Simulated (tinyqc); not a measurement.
# Carrier lifetime of a p-type layer with SRH, radiative, Auger and surface recombination, step by step

Computed by the program tinyqc: `OMP_NUM_THREADS=1 python tinyqc.py 2300107 2300108 out.jsonl`, one thread of a shared Intel Xeon 2.30GHz, about 0.01 s for the whole run. Printed values are rounded.

Uniform excess density dn = dp (no trapping), n = n0 + dn, p = p0 + dn, Boltzmann statistics, full ionisation. Surfaces enter as a rate 2 S dn/d, which holds while diffusion to them is fast.

Inputs (values chosen for the exercise); band and dielectric values close to those of In0.53Ga0.47As:
- T = 400 K (temperature)
- Eg = 0.726 eV (band gap)
- Nc = 3.28e17 cm^-3 (conduction-band density of states at T)
- Nv = 1.19e19 cm^-3 (valence-band density of states at T)
- B = 9.84e-11 cm^3/s (radiative coefficient)
- N = 6.8e17 cm^-3 (acceptor density)
- Cn = 2.7e-29 cm^6/s (Auger coefficient (two electrons))
- Cp = 1.6e-29 cm^6/s (Auger coefficient (two holes))
- Nt = 2.2e11 cm^-3 (trap density)
- sn = 4e-14 cm^2 (capture cross-section for electrons)
- sp = 4e-15 cm^2 (capture cross-section for holes)
- vth = 2.4e7 cm/s (thermal velocity (both carriers))
- Et = 0.12 eV (trap level below the conduction band)
- S = 100 cm/s (surface recombination velocity (both faces))
- d = 9 um (sample thickness)
- G = 1.5e22 cm^-3 s^-1 (generation rate)

Constants: q = 1.602176634e-19 C, kB = 1.380649e-23 J/K, Vt = kB T/q. Results are converted to the units shown.

## Equilibrium densities and SRH constants

ni = sqrt(Nc Nv) exp(-Eg/(2 Vt)), Eg in volts; majority density N/2 + sqrt(N^2/4 + ni^2), n0 p0 = ni^2; n1 = Nc exp(-Et/Vt), p1 = Nv exp((Et - Eg)/Vt); tn0 = 1/(sn vth Nt), tp0 = 1/(sp vth Nt).

ni = 5.273655e13 cm^-3
n0 = 4.089917e9 cm^-3
p0 = 6.800000e17 cm^-3
n1 = 1.009114e16 cm^-3
p1 = 2.756024e11 cm^-3
tn0 = 4.734848e-6 s
tp0 = 4.734848e-5 s

## Starting value

dn = 8e14 cm^-3.

dn at the start = 8e14 cm^-3

## Iteration 1: new dn

With e = n p - ni^2 = dn (n0 + p0 + dn): U_SRH = e/(tp0 (n + n1) + tn0 (p + p1)), U_rad = B e, U_Aug = (Cn n + Cp p) e, U_s = 2 S dn/d. Newton step on ln U(ln dn) = ln G, U the sum: k = d ln U/d ln dn (central difference over factors 1.0001), dn(new) = dn (G/U)^(1/k).

U_SRH = 1.456582e20 cm^-3 s^-1
U_rad = 5.359258e22 cm^-3 s^-1
U_Aug = 5.944419e21 cm^-3 s^-1
U_s = 1.777778e20 cm^-3 s^-1
k = 1.001457
dn after iteration 1 = 2.008705e14 cm^-3

## Iteration 2: new dn

As before.

U_SRH = 3.684836e19 cm^-3 s^-1
U_rad = 1.344462e22 cm^-3 s^-1
U_Aug = 1.487739e21 cm^-3 s^-1
U_s = 4.463789e19 cm^-3 s^-1
k = 1.000366
dn after iteration 2 = 2.006854e14 cm^-3

## Course of the iteration

Stop when the step is below 1e-10 of the value, or after 40 iterations.

Course of the iteration:
```
iteration  dn before the step (cm^-3)  step (cm^-3)
1                                8e14      -5.99e14
2                         2.008705e14      -1.85e11
3                         2.006854e14       -3.12e4
4                         2.006854e14         < 1e2
```

Converged in 4 iterations.

## Lifetime, shares and quasi-Fermi splitting

converged dn = 2.006854e14 cm^-3

With e = n p - ni^2 = dn (n0 + p0 + dn): U_SRH = e/(tp0 (n + n1) + tn0 (p + p1)), U_rad = B e, U_Aug = (Cn n + Cp p) e, U_s = 2 S dn/d. tau = dn/U, shares of U, splitting Vt ln(n p/ni^2), radiative efficiency U_rad/U.

tau = 1.337902e-8 s
shares (%): SRH 0.24543, radiative 89.54815, Auger 9.90911, surface 0.29731
quasi-Fermi splitting = 0.3723131 V

Radiative recombination takes the largest share. dn is 3.0e-4 times the doping: low injection.
